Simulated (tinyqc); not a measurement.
## Loss and coupling from a measured resonance

Question. An all-pass ring of radius Rr has F = FSR/FWHM = pi sqrt(a t)/(1 - a t) and Tmin = (a - t)^2/(1 - a t)^2; it is known to be overcoupled (t < a). a = 10^(-al L/20), L = 2 pi Rr, k2 = 1 - t^2, FSR = lam^2/(ng L). Find ng, al and k2.

Values chosen for this exercise:

| symbol | value | unit | meaning |
|---|---|---|---|
| lam | 1550 | nm | cold resonance wavelength |
| Rr | 50 | um | ring radius |

FSR = 3.862320715 nm
FWHM = 11.55708586 pm
Tmin (linear) = 0.2498136835

Answer. The finesse gives the product a t, Tmin the difference |a - t|; the spectrum alone cannot tell which is which.

ng = 1.98
al = 0.650 dB/cm
k2 = 0.0140

Computed by the program tinyqc: `OMP_NUM_THREADS=1 python tinyqc.py 2650007 2650008 out.jsonl`, one thread of a shared Intel Xeon 2.30GHz, about 0.01 s for the whole run.
